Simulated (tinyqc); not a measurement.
Inside a calculation: carrier statistics of a doped semiconductor with parabolic bands. Values are carried at full precision from step to step, so a last printed digit may differ when a step is redone from the rounded ones.

Constants: kB = 8.617333262e-05 eV/K; hbar^2/2m0 = 3.80998211 eV angstrom^2.

Values chosen for the exercise (near those of InSb; not measured data):
```
symbol  value     unit    meaning
Eg0     0.2372    eV      gap at 0 K
al      0.000328  eV/K    Varshni alpha
be      180       K       Varshni beta
T       300       K
ml      0.0132    m0      longitudinal electron mass
mt      0.0132    m0      transverse electron mass
Mv      1                 equivalent valleys
mhh     0.438     m0      heavy-hole mass
mlh     0.0156    m0      light-hole mass
ND      2e+12     1/cm^3  donors
NA      1.1e+12   1/cm^3  acceptors
ED      0.00096   eV      donor level below Ec
EA      0.0106    eV      acceptor level above Ev
```

## Gap and thermal energy

Eg(T) = Eg0 - al T^2/(T + be) (Varshni).

Eg = 0.17570 eV
kT = 0.025852 eV

The gap has shrunk by 61.5 meV from 0 K and is 6.8 kT wide.

## Effective densities of states

m_de = Mv^(2/3) (ml mt^2)^(1/3); m_dh = (mhh^(3/2) + mlh^(3/2))^(2/3); N = 2 (m kB T/(4 pi c))^(3/2) with c = hbar^2/2m0, in 1/angstrom^3; times 1e24 for 1/cm^3.

m_de = 0.0132 m0
m_dh = 0.4400 m0
Nc = 3.8057e+16 1/cm^3
Nv = 7.3231e+18 1/cm^3

The light holes supply 0.7 % of Nv, and Nc/Nv = 0.0052.

## Intrinsic density and level

With Boltzmann statistics ni = sqrt(Nc Nv) exp(-Eg/2kT) and Ei = Eg/2 + (kT/2) ln(Nv/Nc), counted from Ev.

ni = 1.77e+16 1/cm^3
Ei = 0.1558 eV

Ei lies 68.0 meV above midgap, towards the band with the smaller density of states. Ei is within 3 kT of a band edge, so this Boltzmann value of ni is only rough.

## Neutrality by bisection

Energies are counted from Ev, so Ec = Eg. n = Nc F_1/2((EF - Eg)/kT), p = Nv F_1/2(-EF/kT), ND+ = ND/(1 + 2 exp((EF - Eg + ED)/kT)), NA- = NA/(1 + 4 exp((EA - EF)/kT)); neutrality asks p + ND+ = n + NA-. F_j(eta) = (1/Gamma(j + 1)) integral_0^infinity x^j dx/(1 + exp(x - eta)), which tends to exp(eta) for eta << 0.

Start from the bracket [-0.2 eV, Eg + 0.2 eV]; at the midpoint EF take the sign of p + ND+ - n - NA-; where it is positive EF must rise. Fourteen steps are shown.

Bisection (eV, 1/cm^3):
```
step       low     high       EF         n         p       ND+       NA-  sign
1     -0.20000  0.37570  0.08785  1.26e+15  2.42e+17  1.87e+12  9.16e+11     +
2      0.08785  0.37570  0.23178  1.17e+17  9.35e+14  1.04e+11  1.10e+12     -
3      0.08785  0.23178  0.15981  1.75e+16  1.51e+16  9.42e+11  1.09e+12     -
4      0.08785  0.15981  0.12383  4.89e+15  6.07e+16  1.56e+12  1.05e+12     +
5      0.12383  0.15981  0.14182  9.41e+15  3.03e+16  1.28e+12  1.07e+12     +
6      0.14182  0.15981  0.15082  1.29e+16  2.14e+16  1.12e+12  1.08e+12     +
7      0.15082  0.15981  0.15531  1.51e+16  1.80e+16  1.03e+12  1.08e+12     +
8      0.15531  0.15981  0.15756  1.62e+16  1.65e+16  9.86e+11  1.09e+12     +
9      0.15756  0.15981  0.15869  1.69e+16  1.58e+16  9.64e+11  1.09e+12     -
10     0.15756  0.15869  0.15813  1.66e+16  1.61e+16  9.75e+11  1.09e+12     -
11     0.15756  0.15813  0.15784  1.64e+16  1.63e+16  9.80e+11  1.09e+12     -
12     0.15756  0.15784  0.15770  1.63e+16  1.64e+16  9.83e+11  1.09e+12     +
13     0.15770  0.15784  0.15777  1.64e+16  1.64e+16  9.82e+11  1.09e+12     +
14     0.15777  0.15784  0.15781  1.64e+16  1.63e+16  9.81e+11  1.09e+12     -
```

Each step halves the bracket, which is 0.070 meV wide at the last row.

## The neutral state

Solve the neutrality condition for EF to convergence.

EF = 0.1578 eV
n = 1.64e+16 1/cm^3
p = 1.64e+16 1/cm^3
ND+ = 9.81e+11 1/cm^3
NA- = 1.09e+12 1/cm^3

The material is nearly intrinsic; 49.1 % of the donors are ionised. EF lies 0.69 kT inside the gap from the conduction edge, so the Fermi integral is needed; n p/(Nc Nv exp(-Eg/kT)) = 0.859.

## Checks

- F_1/2(1) by the trapezoid rule against adaptive quadrature: both 1.575641.
- Positive against negative charge at the solution (1/cm^3): both 1.63605e+16.

(tinyqc, `OMP_NUM_THREADS=1 python tinyqc.py 1682653 1682654 out.jsonl`, Intel(R) Xeon(R) Processor @ 2.30GHz, 1 thread, shared host, about 0.01 s.)
